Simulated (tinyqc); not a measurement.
Comparisons within one model: interband optics of a two-band s-p chain from momentum matrix elements. A value that a table varies takes the place of the one given here.

H(k) = [[Es - 2 ts cos ka, 2i V sin ka], [-2i V sin ka, Ep_ + 2 tp cos ka]] in the basis s, p; the lower band is full, with two electrons a cell. The velocity operator times hbar is W = dH/dk (eV angstrom); intra-atomic dipoles are left out.

With w(k) = |<c|W|v>|^2 and D(k) = Ec - Ev, on the mesh k_j = (j + 1/2)/N (2 pi/a): eps(E) = 1 + (8 pi e2/(a Ar)) mean_j (w/D^2) [1/(D - E - i eta) + 1/(D + E + i eta)], e2 = e^2/(4 pi eps0); light polarised along the chains, no local fields.

Constants: e^2/(4 pi eps0) = 14.39964547 eV angstrom; hbar^2/2m0 = 3.80998211 eV angstrom^2.

Parameters, chosen for this exercise:

| symbol | value | unit | meaning |
|---|---|---|---|
| a | 3 | angstrom | period |
| Es | 3.3 | eV | upper orbital (s) |
| Ep_ | -2.55 | eV | lower orbital (p) |
| ts | 0.23 | eV | s-s hopping |
| tp | 0.47 | eV | p-p hopping |
| V | 1.67 | eV | s-p hopping |
| Ar | 12.9 | angstrom^2 | cross-section per chain |
| eta | 0.2 | eV | Lorentzian half width |
| E | 5.49 | eV | photon energy |

## Joint density of states against eps2

Mesh of 2000 points. J(E) = mean of (eta/pi)/((E - D)^2 + eta^2). The fourth column is J times the constant (8 pi^2 e2/(a Ar)) mean(w/D^2). R = |(sqrt(eps) - 1)/(sqrt(eps) + 1)|^2.

Spectrum:

| E (eV) | J (1/eV) | eps2 | eps2 with constant element | eps1 | R |
|---|---|---|---|---|---|
| 3.85 | 0.017 | 1.598 | 0.506 | 9.171 | 0.258 |
| 4.37 | 0.086 | 10.691 | 2.637 | 13.146 | 0.396 |
| 4.89 | 0.108 | 9.997 | 3.292 | -1.134 | 0.447 |
| 5.41 | 0.089 | 4.992 | 2.715 | -1.426 | 0.386 |
| 5.93 | 0.086 | 2.921 | 2.610 | -0.254 | 0.259 |
| 6.45 | 0.093 | 2.135 | 2.835 | 1.425 | 0.116 |
| 6.97 | 0.139 | 3.549 | 4.238 | 4.524 | 0.196 |
| 7.49 | 0.282 | 8.952 | 8.615 | -1.393 | 0.440 |
| 8.01 | 0.265 | 4.701 | 8.096 | -3.338 | 0.509 |
| 8.53 | 0.323 | 2.845 | 9.845 | -3.119 | 0.557 |
| 9.05 | 0.259 | 1.365 | 7.889 | -3.194 | 0.714 |
| 9.57 | 0.044 | 0.382 | 1.344 | -1.955 | 0.834 |

Transitions span 4.450 to 8.968 eV. Among the energies listed J peaks at 8.53 eV and eps2 at 4.37 eV. The ratio of eps2 to the constant-element value is 3.04 at 4.89 eV and 0.29 at 8.53 eV: w/D^2 is 5.070 angstrom^2 at the zone centre and 1.910 at the edge.

## Mesh against broadening

eps2 at E for three widths, and eps(0) at eta = 0; the last row is the mesh of 2000 points.

Convergence:

| N | eta = 0.03 eV | eta = 0.1 eV | eta = 0.3 eV | eps(0) |
|---|---|---|---|---|
| 4 | 0.041 | 0.135 | 0.390 | 2.2170 |
| 8 | 2.147 | 6.356 | 9.663 | 3.9203 |
| 16 | 0.367 | 1.198 | 3.056 | 4.3918 |
| 32 | 2.749 | 5.298 | 4.964 | 4.4022 |
| 64 | 2.217 | 4.296 | 4.720 | 4.4022 |
| 128 | 8.538 | 4.596 | 4.706 | 4.4022 |
| 2000 | 4.105 | 4.320 | 4.706 | 4.4022 |

The first N from which eps2 stays within 2 % of the last row is above 128 for eta = 0.03, above 128 for 0.1 and 64 for 0.3 eV; for eps(0) and 0.1 % it is 32. E lies inside the range of transitions, so as a rule the spacing of D between mesh points must fall below eta (less so where the weight w is small at E).

## Static constant against the gap

Es takes the values listed; mesh of 400 points; the Penn-type estimate is 1 + 8 pi c e2 n_eff/(a Ar Dm^2) with Dm the f-weighted mean of D, f = w/(c D), n_eff = 2 mean(f), c = hbar^2/2m0.

Results:

| Es (eV) | smallest D (eV) | Dm (eV) | n_eff | eps(0) | estimate |
|---|---|---|---|---|---|
| 3.00 | 4.150 | 6.112 | 3.389 | 4.924 | 4.232 |
| 3.30 | 4.450 | 6.403 | 3.294 | 4.402 | 3.862 |
| 3.80 | 4.950 | 6.887 | 3.143 | 3.727 | 3.361 |
| 4.30 | 5.450 | 7.371 | 3.002 | 3.224 | 2.969 |
| 5.30 | 6.450 | 8.337 | 2.747 | 2.541 | 2.408 |
| 6.30 | 7.450 | 9.305 | 2.525 | 2.113 | 2.039 |
| 8.30 | 9.450 | 11.248 | 2.162 | 1.636 | 1.609 |

eps(0) - 1 falls from 3.924 to 0.636, as Dm^-2.98; a fixed n_eff would give the power -2, and n_eff goes from 3.389 to 2.162. The single-gap estimate is low by 17.6 % of eps(0) - 1 in the first row and 4.3 % in the last, since 1/D^2 favours the smallest separations. n_eff need not equal the 2 electrons of the cell: a two-orbital basis with chosen hoppings does not obey the free-electron sum rule.

## What moves the optical response

Mesh of 400 points; n_eff = 2 mean(w/(c D)), c = hbar^2/2m0. Each row changes one parameter from the base and keeps the others.

Results:

| case | smallest D (eV) | largest D (eV) | n_eff | eps(0) |
|---|---|---|---|---|
| base | 4.450 | 8.968 | 3.294 | 4.402 |
| a = 3.15 angstrom | 4.450 | 8.968 | 3.631 | 4.572 |
| Es = 3.6 eV | 4.750 | 9.175 | 3.202 | 3.972 |
| ts = 0.276 eV | 4.358 | 8.980 | 3.301 | 4.486 |
| V = 1.837 eV | 4.450 | 9.461 | 3.800 | 4.860 |
| Ar = 14.19 angstrom^2 | 4.450 | 8.968 | 3.294 | 4.093 |

The largest shifts from the base row, up to three for each result and ties (the steps differ in size, so this ranks the rows, not the parameters). smallest D (eV): Es +0.300, ts -0.092; unchanged at the printed digits by a, V and Ar. largest D (eV): V +0.493, Es +0.207, ts +0.012; unchanged at the printed digits by a and Ar. n_eff: V +0.506, a +0.338, Es -0.092; unchanged at the printed digits by Ar. eps(0): V +0.457, Es -0.430, Ar -0.309.

(tinyqc, `OMP_NUM_THREADS=1 python tinyqc.py 1681143 1681144 out.jsonl`, Intel(R) Xeon(R) Processor @ 2.30GHz, 1 thread, shared host, about 0.01 s.)
